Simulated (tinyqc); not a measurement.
Electromigration in a confined line: Blech product, Korhonen stress evolution and Black's law: one step, computed by the program tinyqc. Command: `OMP_NUM_THREADS=1 python tinyqc.py 3030464 3030465 out.jsonl emigr walk`. One thread of a shared host (Intel(R) Xeon(R) Processor @ 2.30GHz), about 0.01 s of CPU time with the checks.

The electron wind pushes atoms from the cathode (x = 0) to the anode (x = L); blocking ends build a back stress (tension positive). The input rho is taken not to change with temperature. d sigma/dt = d/dx [kappa (d sigma/dx + G)], with zero flux at both ends and sigma = sigma_0 at t = 0.

Task: Steady state and Blech product. At steady state sigma(x) = sigma_0 + G (L/2 - x). A void forms only if the cathode stress reaches sigma_c, that is if j L exceeds (j L)_c = 2 Omega (sigma_c - sigma_0)/(Z* e rho). Time scale tau = L^2/kappa.

Inputs (values chosen for the exercise, close to those used for copper lines): resistivity rho = 2.87 micro-ohm cm; atomic volume Omega = 11.8 angstrom^3; effective charge number Z* = 1.7; critical stress sigma_c = 190 MPa; initial stress sigma_0 = 29 MPa; current density j = 0.78 MA/cm^2; line length L = 17 um; test temperature T = 270 C.

Start: thermal stress.

stress gradient G = 5.167183 MPa/um

kappa = 5.858781e-15 m^2/s

Constants: e = 1.602176634e-19 C.

Give: steady cathode stress; j L; critical product (j L)_c; tau.

Result:

steady cathode stress = 72.92 MPa

j L = 1326 A/cm

critical product (j L)_c = 4861 A/cm

tau = 13.70 h

j L is 0.273 times the critical product: the back stress stops the flux first, and the line is immortal in this model.
